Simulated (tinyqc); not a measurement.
Equal gaps, different models: fitting sp3s* parameters to three gaps by Newton steps.

sp3s* tight binding, nearest neighbours only: anion (a) at 0, cation (c) at a/4 (1,1,1), orbitals s, px, py, pz, s* on each; k in units of 2 pi/a. With phases e_j = exp(i (pi/2) k.n_j) for n = (1,1,1), (1,-1,-1), (-1,1,-1), (-1,-1,1): g0 = (e1+e2+e3+e4)/4, g1 = (e1+e2-e3-e4)/4, g2 = (e1-e2+e3-e4)/4, g3 = (e1-e2-e3+e4)/4. The diagonal holds the levels Esa, Epa, Exa (s*) and Esc, Epc, Exc. Anion-cation block: <sa|sc> = Vss g0; <sa|xc> = Vsapc g1; <xa|sc> = -Vscpa g1; <xa|xc> = Vxx g0; <xa|yc> = <ya|xc> = Vxy g3, <xa|zc> = <za|xc> = Vxy g2, <ya|zc> = <za|yc> = Vxy g1; <s*a|xc> = Vxapc g1; <xa|s*c> = -Vpaxc g1; y and z take g2 and g3 in place of g1; s-s* and s*-s* vanish.

Gaps are level 5 at Gamma, X = (1,0,0) and L = (1/2,1/2,1/2) less level 4 at Gamma; no spin-orbit coupling. Free parameters: Vss, Exa and Exc. H is linear in them, so by Hellmann-Feynman J_ij = <u|dH/dp_j|u> for level 5 at point i less the same for level 4 at Gamma. Newton: p(new) = p + J^-1 (target - gaps); stop when all misses are below 1e-7 eV.

Constants: hbar^2/2m0 = 3.80998211 eV angstrom^2.

Parameters, chosen for this exercise (out of a larger set: near a published set for GaAs, fitted to gaps, whose masses and valley positions are rough; not measured data):
- p = (-8.394, 1.039, -2.672, 3.641, 8.62, 6.726, -6.425, 1.957, 5.018, 4.532, 5.826, 4.804, 4.848) eV (start, order Esa, Epa, Esc, Epc, Exa, Exc, Vss, Vxx, Vxy, Vsapc, Vscpa, Vxapc, Vpaxc)
- tg = (1.7531, 2.0669, 1.7673) eV (target gaps at Gamma, X, L)
- a = 5.655 angstrom (lattice constant)

The same three targets are met with other triples of free parameters (those for which Newton converges within 3 eV of the start). Not fitted: level 5 at K = (3/4,3/4,0) above Ev, the spacing of levels 6 and 5 at X, the depth of level 2 at X below Ev, the valence width at Gamma, and the mass c q^2/(E(q) - E(0)) of level 5 along [100], q = 0.002 (2 pi/a), c = hbar^2/2m0.

Unfitted results:

| free parameters | largest change (eV) | K (eV) | X spacing (eV) | level 2 at X (eV) | valence width (eV) | mass (m0) |
|---|---|---|---|---|---|---|
| start | 0.000 | 2.032 | 0.295 | 7.546 | 12.556 | 0.1129 |
| Vss, Vxapc, Vpaxc | 0.265 | 2.010 | 0.229 | 7.584 | 12.799 | 0.1366 |
| Esc, Vxapc, Vpaxc | 0.693 | 1.965 | 0.035 | 7.566 | 12.456 | 0.1339 |
| Vss, Vsapc, Vpaxc | 0.265 | 2.015 | 0.260 | 7.570 | 12.799 | 0.1372 |
| Esa, Vxapc, Vscpa | 0.787 | 2.008 | 0.213 | 7.400 | 12.012 | 0.1443 |
| Vss, Exa, Exc | 0.275 | 2.009 | 0.217 | 7.559 | 12.799 | 0.1366 |
| Esc, Vsapc, Exc | 1.172 | 1.960 | 0.013 | 7.418 | 12.456 | 0.1341 |

All fitted rows have the same three gaps, yet they spread by 55 meV at K, 247 meV in the X spacing, 184 meV in level 2 at X, 787 meV in the valence width and 7.5 % in the mass. The smallest change of parameters, 0.265 eV, is that of Vss, Vxapc, Vpaxc; Vss, Vsapc, Vpaxc. A fit fixes what it was given and leaves the rest to the choice of free parameters.

Program tinyqc; command `OMP_NUM_THREADS=1 python tinyqc.py 1482078 1482079 out.jsonl`; about 0.2 s on one thread of a shared Intel(R) Xeon(R) Processor @ 2.30GHz.
